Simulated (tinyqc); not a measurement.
MOS capacitor on a p-type substrate, surface potential from the exact charge relation: effect of the fixed charge at the interface on threshold and swing.

Uniform p-type substrate, Boltzmann statistics, full ionisation, classical densities. psi is the surface potential against the body (positive when the bands bend down) and u = psi/Vt. Traps are spread evenly over the gap and neutral at flat band, so their charge is -q Dit psi; the minority quasi-Fermi level is shifted by Vb.

ni = sqrt(Nc Nv) exp(-Eg/(2 Vt)), Eg in volts; phiF = Vt ln(N/ni); Cox = eps0 eox/tox; Vfb = phiM - chi - (Eg - Vt ln(Nv/N)) - q Nf/Cox; VT = Vfb + [(2 phiF + Vb)(1 + q Dit/Cox) + sqrt(2 eps0 eps_r q N (2 phiF + Vb))/Cox]. gamma = sqrt(2 eps0 eps_r q N)/Cox; Wm = sqrt(2 eps0 eps_r (2 phiF + Vb)/(q N)); m = 1 + (eps0 eps_r/Wm + q Dit)/Cox; swing m Vt ln 10; Cmin/Cox = 1/(1 + Cox Wm/(eps0 eps_r)).

Inputs (values chosen for the exercise); band and dielectric values close to those of silicon:
```
symbol    value         unit                                                               meaning
T           293            K                                                           temperature
Eg         1.11           eV                                                              band gap
eps_r      11.8                                                              relative permittivity
Nc       2.7e19        cm^-3                                conduction-band density of states at T
Nv      2.53e19        cm^-3                                   valence-band density of states at T
chi        4.04           eV                                                     electron affinity
N        1.1e17        cm^-3                                     acceptor density of the substrate
eox        21.8               relative permittivity of the gate insulator (close to hafnium oxide)
tox          78           nm                                                   insulator thickness
phiM       4.89           eV                                                    gate work function
Dit           0  cm^-2 eV^-1                                            density of interface traps
Vb          0.9            V                  reverse bias of the inversion layer against the body
```

Constants: q = 1.602176634e-19 C, kB = 1.380649e-23 J/K, Vt = kB T/q, eps0 = 8.8541878128e-14 F/cm where lengths are in cm. Results are converted to the units shown.

The same in every row: 2 phiF (V) = 0.8337; gamma (V^0.5) = 0.7755; Wm (nm) = 143.4; m = 1.294; swing (mV/decade) = 75.26; Cmin/Cox = 0.2275.

Effect of the fixed charge at the interface on threshold and swing:
```
Nf (cm^-2)   Vfb (V)  VT (V)
-4e11         0.1363   2.891
-2e11       0.006793   2.762
0            -0.1227   2.632
2e11         -0.2522   2.503
4e11         -0.3817   2.373
6e11         -0.5112   2.244
8e11         -0.6406   2.114
```

What does the table show?

As Nf goes from -4e11 to 8e11, VT falls from 2.89 to 2.11 V, the swing stays at 75.3 mV/decade and Cmin/Cox stays at 0.227. The whole change of VT is that of Vfb: the curve shifts rigidly.

tinyqc, about 0.01 s, one thread, Intel Xeon 2.30GHz (shared host): `OMP_NUM_THREADS=1 python tinyqc.py 2060099 2060100 out.jsonl`
